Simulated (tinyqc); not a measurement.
Ion implantation: universal nuclear stopping, Lindhard-Scharff electronic stopping and a Gaussian range profile. Changing the ion energy E. Computed by tinyqc, a small Python program. Command: `OMP_NUM_THREADS=1 python tinyqc.py 3021051 3021052 out.jsonl implant sweep`. One thread of a shared host (Intel(R) Xeon(R) Processor @ 2.30GHz), about 0.2 s of CPU time with the checks.

An ion slows by elastic collisions with screened nuclei and by friction with electrons; channelling is ignored and the target is uniform.

Inputs (values chosen for the exercise, modelled on silicon ions in silicon):
```
quantity                                 value    unit
ion atomic number Z1                        14       -
ion mass M1                                 28       u
target atomic number Z2                     14       -
target mass M2                           28.09       u
target density N                         49.94  1/nm^3
scale factor of electronic stopping k      1.3       -
dose Q                                 4.6e+14  1/cm^2
background C_B                         6.3e+16  1/cm^3
displacement energy E_d                     15      eV
```

Method:
- Reduced energy eps = 32.53 M2 E/(Z1 Z2 (M1 + M2)(Z1^0.23 + Z2^0.23)), E in keV; s_n = ln(1 + 1.1383 eps)/(2 (eps + 0.01321 eps^0.21226 + 0.19593 eps^0.5)) for eps up to 30 and ln(eps)/(2 eps) above; S_n = 8.462 Z1 Z2 M1 s_n/((M1 + M2)(Z1^0.23 + Z2^0.23)) in 1e-15 eV cm^2.
- S_e = k 3.83 Z1^(7/6) Z2/(Z1^(2/3) + Z2^(2/3))^(3/2) sqrt(E/M1) in 1e-15 eV cm^2, E in keV.
- Path length R = int_0^E dE'/(N (S_n + S_e)); energy lost to nuclei nu = int_0^E S_n/(S_n + S_e) dE' (both with E' = E y^3 and 64 Gauss-Legendre points in y).
- Estimates of Lindhard type: R_p = R/(1 + M2/(3 M1)), straggle dR_p = (2/3) R_p sqrt(M1 M2)/(M1 + M2).
- C(x) = C_p exp(-(x - R_p)^2/(2 dR_p^2)) with C_p = Q/(sqrt(2 pi) dR_p), 1 nm = 1e-7 cm; the profile falls to the background at x_j = R_p + dR_p sqrt(2 ln(C_p/C_B)); the peak atomic fraction is C_p/N.
- Kinchin-Pease count with efficiency 0.8: N_d = 0.8 nu/(2 E_d), taking all of nu as damage energy (an upper estimate, as recoils also lose energy to electrons). Spread over a depth R_p + dR_p, displacements per atom = Q N_d/(N (R_p + dR_p)).

One run for each value; columns: (1) ion energy E (keV); (2) projected range R_p (nm); (3) peak concentration C_p (1/cm^3); (4) energy lost to nuclei nu (keV); (5) depth x_j where C falls to C_B (nm); (6) displacements per atom:
```
(1)     (2)         (3)     (4)     (5)      (6)
2      7.27  7.5776e+20    1.75    17.8  0.44288
4     11.10  4.9616e+20    3.43    26.8  0.56947
8     17.62  3.1242e+20    6.67    41.9  0.69692
16    29.19  1.8859e+20   12.75    68.1  0.80456
32    50.49  1.0904e+20   23.76   115.5  0.86674
63    89.44  6.1558e+19   41.90   200.1  0.86307
130  168.28  3.2717e+19   71.86   366.6  0.78672
250  295.27  1.8645e+19  108.16   627.3  0.67483
500  517.80  1.0632e+19  152.73  1070.6  0.54337
```

Describe and explain the trends.

Over the rows, projected range R_p (nm) rises from 7.27 to 518 (exponent d ln y / d ln x 0.61 between the first rows and 0.81 between the last); peak concentration C_p (1/cm^3) falls from 7.58e20 to 1.06e19 (exponent d ln y / d ln x -0.61 between the first rows and -0.81 between the last); energy lost to nuclei nu (keV) rises from 1.75 to 153 (exponent d ln y / d ln x 0.97 between the first rows and 0.50 between the last). The share of energy given to nuclei falls from 0.87 to 0.31 as electronic stopping grows. C_p is inverse to the straggle, which these estimates tie to R_p.

Caution (all rows): above a few tenths of a displacement per atom cascades overlap, so the count overstates new damage; heavy ions turn silicon and germanium amorphous at such levels, while light ions such as boron and metal targets anneal much of the damage. Caution (rows 130, 250, 500): the estimates of R_p and dR_p assume mainly nuclear stopping and an ion not much lighter than the target; here they are rough, and for light ions in heavy targets the straggle can be low by a factor of two or more.

Extremes, crossings and ranges named in words are read from the listed rows.
